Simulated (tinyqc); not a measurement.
Minority carriers and saturation current of a heavily doped emitter: one step of the calculation.

n-type, parabolic bands, full ionisation. eta = (EF - Ec)/kB T solves N = Nc F12(eta), F12(x) = (2/sqrt(pi)) int_0^infinity sqrt(u)/(1 + exp(u - x)) du. The gap shrinks rigidly by dEg = E1 [ln(N/N0) + sqrt(ln^2(N/N0) + 0.5)], an empirical law that is here taken as the true narrowing.

Task. Effective intrinsic density. ni = sqrt(Nc Nv) exp(-Eg/(2 Vt)), Eg in volts; degeneracy factor g = F12(eta) exp(-eta); nie^2 = ni^2 exp(dEg/kB T) g, p0 = nie^2/N; apparent narrowing dEg + kB T ln g.

Inputs (values chosen for the exercise); band and dielectric values close to those of germanium:

| symbol | value | unit | meaning |
|---|---|---|---|
| T | 250 | K | temperature |
| Eg | 0.648 | eV | band gap |
| Nc | 7.99e18 | cm^-3 | conduction-band density of states at 250 K |
| Nv | 4.63e18 | cm^-3 | valence-band density of states at 250 K |
| N | 3.1e19 | cm^-3 | ionised donor density |
| E1 | 7.4 | meV | energy of the narrowing law |
| N0 | 1.2e17 | cm^-3 | density of the narrowing law |

Constants: q = 1.602176634e-19 C, kB = 1.380649e-23 J/K, Vt = kB T/q. Results are converted to the units shown.

converged eta = 2.6607650

Find: ni; dEg; g; apparent narrowing; nie; p0.

Result.

ni = 1.789e12 cm^-3
dEg = 82.53 meV
g = 0.2712
apparent narrowing = 54.42 meV
nie = 6.325e12 cm^-3
p0 = 1.290e6 cm^-3

Narrowing multiplies p0 by 46.1 and degeneracy by 0.271.

Range of the model: Band tails, non-parabolic bands and incomplete ionisation are left out.

Computed by the program tinyqc: `OMP_NUM_THREADS=1 python tinyqc.py 2330145 2330146 out.jsonl`, one thread of a shared Intel Xeon 2.30GHz, about 0.01 s for the whole run.
